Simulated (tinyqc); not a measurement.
# Resistance of a tapered via with liner, size effect and interface: two fill metals against the diameter

A round via whose diameter grows from db at the bottom as D(z) = db + 2 z/tan(ang). The fill, of diameter D - 2 tl, starts above the bottom liner (thickness fb tl) and has rho = rho0 (1 + ks lam/(D - 2 tl)); the sidewall liner conducts in parallel with it. The bottom liner and the interface are crossed over the full area pi db^2/4. Spreading in the lines above and below is left out.

Slices between z0 = fb tl and hv, evaluated at their midpoints: conductance per length pi/4 [(D - 2 tl)^2/rho + (D^2 - (D - 2 tl)^2)/rl], slice resistance = slice height over that. 2000 slices. R_fill = sum of the slices; R_bottom = rl fb tl/(pi db^2/4); R_interface = ri/(pi db^2/4). The second fill has rho2, lam2 and tl2 in place of rho0, lam and tl.

Inputs (values chosen for the exercise); fill metal close to tungsten:
```
symbol,value,unit,meaning
hv,13,nm,height
ang,88,degrees,sidewall angle
rho0,5.32,uohm cm,bulk resistivity of the fill
lam,15.7,nm,mean free path of the fill
ks,1.3,,size-effect factor
tl,1.6,nm,liner on the sidewall
fb,0.7,,liner at the bottom over that on the sidewall
rl,220,uohm cm,resistivity of the liner
ri,2.4e-12,ohm cm^2,interface resistivity at the bottom
Sb,9.1e14,S/m^2,"ballistic conductance per area, about 3/(4 rho0 lam)"
rho2,7.82,uohm cm,bulk resistivity of the second fill (close to ruthenium)
lam2,6.48,nm,its mean free path
tl2,0.5,nm,its liner
```

Results:
```
db (nm),"R, first fill (ohm)","R, second fill (ohm)",ratio second/first
6,456.4,140.2,0.3071
8.5,142.3,58.04,0.4078
12,52.03,25.40,0.4882
17,21.22,11.43,0.5388
24,9.403,5.329,0.5668
35,4.060,2.366,0.5828
70,0.9335,0.5548,0.5943
100,0.4469,0.2666,0.5965
```

Estimate the missing row, db = 49 nm.

Computed row:
```
db (nm),"R, first fill (ohm)","R, second fill (ohm)",ratio second/first
49,1.972,1.164,0.5901
```

With this row back in the table: The ratio goes from 0.307 to 0.596. The second fill gives the lower R in every row.

tinyqc, about 0.01 s, one thread, Intel Xeon 2.30GHz (shared host): `OMP_NUM_THREADS=1 python tinyqc.py 2750163 2750164 out.jsonl`
